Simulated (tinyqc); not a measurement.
Worked calculation: phonon transmission through an interface between two chains by Green functions. Computed by tinyqc, a small Python program that keeps every step. Command: `OMP_NUM_THREADS=1 python tinyqc.py 3012315 3012316 out.jsonl agf walk`. One thread of a shared host (Intel(R) Xeon(R) Processor @ 2.30GHz), about 0.01 s of CPU time with the checks. Intermediate numbers are printed to about 5 digits and carried at full precision; extremes and crossings named in words are read from the listed rows.

Two semi-infinite chains (masses m_1, m_2; springs k_1, k_2), motion along the chain. The central region holds the end atom of each chain and one interlayer atom of mass m_b, joined by springs k_b. lambda = omega^2 in eV/(angstrom^2 u); nu = 15.6333042 THz x sqrt(lambda).

Inputs (values chosen for the exercise, for two model chains):
```
quantity                          value           unit
mass m_1                           63.9              u
spring k_1                         6.78  eV/angstrom^2
mass m_2                           97.1              u
spring k_2                         5.52  eV/angstrom^2
junction spring k_b                5.77  eV/angstrom^2
interlayer mass m_b                 109              u
probe frequency / lower band top   0.15              -
temperature T                       200              K
```

Atoms in the interlayer: one.

Constants: nu for 1 eV/(angstrom^2 u) = 15.6333042 THz; h x 1 THz = 4.135667696 meV; k_B = 8.617333262e-05 eV/K; k_B = 1.380649e-23 J/K; h = 6.62607015e-34 J s.

## Band tops and impedances

nu_max = 15.6333042 THz x 2 sqrt(k/m); impedance Z = sqrt(k m); long-wave transmission 4 Z_1 Z_2/(Z_1 + Z_2)^2; the probe frequency is the given share of the lower band top.

band top of chain 1 = 10.185 THz

band top of chain 2 = 7.4549 THz

Z_1 = 20.814 sqrt(eV u)/angstrom

Z_2 = 23.152 sqrt(eV u)/angstrom

long-wave transmission = 0.99717

probe frequency = 1.1182 THz

## Self-energies and the matrix at the probe frequency

In chain i, sin(q_i a/2) = nu/nu_max,i. An outgoing wave makes the next atom move as exp(i q_i a) times the end atom, so the lead adds the self-energy Sigma_i = -k_i exp(i q_i a) to the force-constant matrix; Gamma_i = -2 Im Sigma_i = 2 k_i sin(q_i a). A = lambda M - K - Sigma over the central atoms, with K_ii the sum of the springs at i, K_(i,i+1) = -k_b; G = inverse of A; transmission = Gamma_1 Gamma_2 |G_(first,last)|^2.

q_1 a = 0.22004 rad

q_2 a = 0.30114 rad

Gamma_1 = 2.9597 eV/angstrom^2

Gamma_2 = 3.2745 eV/angstrom^2

A (complex symmetric) (eV/angstrom^2):
```
               end of 1  layer 1       end of 2
end of 1  -5.607+1.480i    5.770          0.000
layer 1           5.770  -10.982          5.770
end of 2          0.000    5.770  -5.522+1.637i
```

## Transmission at the probe frequency

The formulas are those given above.

G_(first,last) = 0.17621-0.26770i angstrom^2/eV

transmission = 0.99544

It is below the long-wave value 0.997.

## Thermal conductance

Landauer conductance G = k_B int tau(nu) x^2 e^x/(e^x - 1)^2 d nu, x = h nu/(k_B T), from 0 to the lower band top (240 Gauss-Legendre points in s from 0 to 1, nu = nu_top sin(pi s/2)); tau is the transmission, and its thermal mean is G over the value for tau = 1 in the same window; the quantum is g_0 = pi^2 k_B^2 T/(3 h).

conductance G = 88.447 pW/K

thermal mean of the transmission = 0.93514

G/g_0 = 0.46726

## Transmission spectrum against simple models

Long-wave value 4 Z_1 Z_2/(Z_1 + Z_2)^2. Continuum estimate, with omega = sqrt(lambda): a slab of impedance Z_b = sqrt(k_b m_b) and phase p = omega x (number of interlayer atoms) x sqrt(m_b/k_b), tau = 4 Z_1 Z_2/[(Z_1 + Z_2)^2 cos^2 p + (Z_b + Z_1 Z_2/Z_b)^2 sin^2 p].

Transmission:
```
nu/nu_top  nu (THz)  Green function  long-wave value  continuum estimate
0.05         0.3727         0.99699          0.99717             0.99701
0.15         1.1182         0.99544          0.99717             0.99578
0.25         1.8637         0.99203          0.99717             0.99353
0.35         2.6092         0.98612          0.99717             0.99065
0.45         3.3547         0.97679          0.99717             0.98764
0.55         4.1002         0.96270          0.99717             0.98501
0.65         4.8457         0.94195          0.99717             0.98319
0.75         5.5912         0.91094          0.99717             0.98248
0.85         6.3366         0.85892          0.99717             0.98300
0.92         6.8585         0.78371          0.99717             0.98405
0.98         7.3058         0.56883          0.99717             0.98534
```

The transmission starts at the impedance value 0.997 and vanishes at the lower band top, 7.45 THz, above which chain 2 has no states. It keeps more than half of that value over all rows. The continuum estimate is within 0.05 up to nu/nu_top = 0.65; it leaves out dispersion, and it puts the faces of the slab half a spring from its outer atoms.

## Conductance against temperature

The formulas are those given above.

Conductance:
```
T (K)  G (pW/K)  mean transmission    G/g_0  G for transmission 1 (pW/K)
1       0.94375            0.99717  0.99717                      0.94643
5        4.7182            0.99706  0.99706                       4.7322
20       18.835            0.99506  0.99506                       18.929
50       45.568            0.97863  0.96295                       46.563
100      72.834            0.95073  0.76956                       76.608
200      88.447            0.93514  0.46726                       94.582
400      93.662            0.93019  0.24741                       100.69
800      95.076            0.92887  0.12557                       102.36
```

At 1 K G/g_0 = 0.997; as T goes to 0 it tends to the long-wave transmission, where only the impedances count. Towards high T all modes count more and more alike; at 800 K G is 95.1 pW/K and the mean transmission is 0.929, which is at least 0.7 of the low-T value.

Checks made by the program: low-frequency limit against the impedance formula (relative difference 7e-10); unitarity: Gamma_1 |G_11|^2 + Gamma_2 |G_1N|^2 = -2 Im G_11 (relative difference below 1e-10); conductance against a 1500-point midpoint sum (relative difference below 1e-10).
